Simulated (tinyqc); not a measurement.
Trap density from the barrier height.

Question. In a partly depleted grain with all boundary traps filled, 2 N W = Qt and VB = q N W^2/(2 eps0 eps_r). Find Qt, W and the doping at which VB would equal Vt.

Parameters, values chosen for the exercise:
```
symbol,value,unit,meaning
T,300,K,temperature
eps_r,11.7,,relative permittivity
```

Constants: q = 1.602176634e-19 C, kB = 1.380649e-23 J/K, Vt = kB T/q, eps0 = 8.8541878128e-14 F/cm where lengths are in cm. Results are converted to the units shown.

doping = 2.4e18 cm^-3
barrier height = 0.093117736 V

Solution. Eliminating W gives VB = q Qt^2/(8 eps0 eps_r N), which falls as 1/N.

Qt = 3.400e12 cm^-2
W = 7.083 nm
doping for VB = Vt = 8.645e18 cm^-3

Numbers from tinyqc (`OMP_NUM_THREADS=1 python tinyqc.py 2830226 2830227 out.jsonl`; about 0.01 s on one thread of a shared Intel Xeon 2.30GHz).
